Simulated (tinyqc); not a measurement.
Polar nitride quantum well with polarisation fields: one step. Strain and polarisation. Two cases, with inputs chosen for the exercise.

Question. Give strain and polarisation of well and barrier; the bound sheet charge is |P_w - P_b|/e with e = 1.602176634e-19 C.

Growth along [0001]. e_par = (a_sub - a)/a, Ppz = 2 e_par (e31 - e33 C13/C33), P = Psp + Ppz in each layer; strain relaxation and the strain shift of the gaps are left out, although thick layers with more than about 1 % mismatch would relax.

Case 1.

Values chosen (near those of a GaN well in AlGaN; the results hold for these values, not for the real material): a_w = 3.189 angstrom (lattice constant a, well); a_b = 3.164 angstrom (lattice constant a, barrier); a_sub = 3.189 angstrom (in-plane lattice constant of the stack); Psp_w = -0.0327 C/m^2 (spontaneous polarisation); Psp_b = -0.0482 C/m^2 (spontaneous polarisation); e31_w = -0.344 C/m^2; e31_b = -0.396 C/m^2; e33_w = 0.644 C/m^2; e33_b = 0.894 C/m^2; C_w = 0.267 (C13/C33); C_b = 0.28 (C13/C33).

Case 2.

Values chosen (near those of a GaN well in AlN; the results hold for these values, not for the real material): a_w = 3.189 angstrom (lattice constant a, well); a_b = 3.112 angstrom (lattice constant a, barrier); a_sub = 3.112 angstrom (in-plane lattice constant of the stack); Psp_w = -0.0347 C/m^2 (spontaneous polarisation); Psp_b = -0.0903 C/m^2 (spontaneous polarisation); e31_w = -0.353 C/m^2; e31_b = -0.533 C/m^2; e33_w = 0.692 C/m^2; e33_b = 1.526 C/m^2; C_w = 0.267 (C13/C33); C_b = 0.289 (C13/C33).

Give: Layers; sheet charge.

Answer.

Case 1.

Layers:
```
layer,e_par,Ppz (C/m^2),P (C/m^2)
well,0.00000,0.00000,-0.03270
barrier,0.00790,-0.01021,-0.05841
```

sheet charge = 1.605 x 1e13/cm^2

Of P_w - P_b = +0.0257 C/m^2 the piezoelectric part gives +0.0102 and the spontaneous part +0.0155.

Case 2.

Layers:
```
layer,e_par,Ppz (C/m^2),P (C/m^2)
well,-0.02415,0.02597,-0.00873
barrier,0.00000,0.00000,-0.09030
```

sheet charge = 5.091 x 1e13/cm^2

Of P_w - P_b = +0.0816 C/m^2 the piezoelectric part gives +0.0260 and the spontaneous part +0.0556.

Computed by tinyqc, one run a case: `OMP_NUM_THREADS=1 python tinyqc.py N N+1 out.jsonl` with N = 1281033, 1281159; one thread of a shared Intel(R) Xeon(R) Processor @ 2.30GHz, about 0.1 s a run at most.
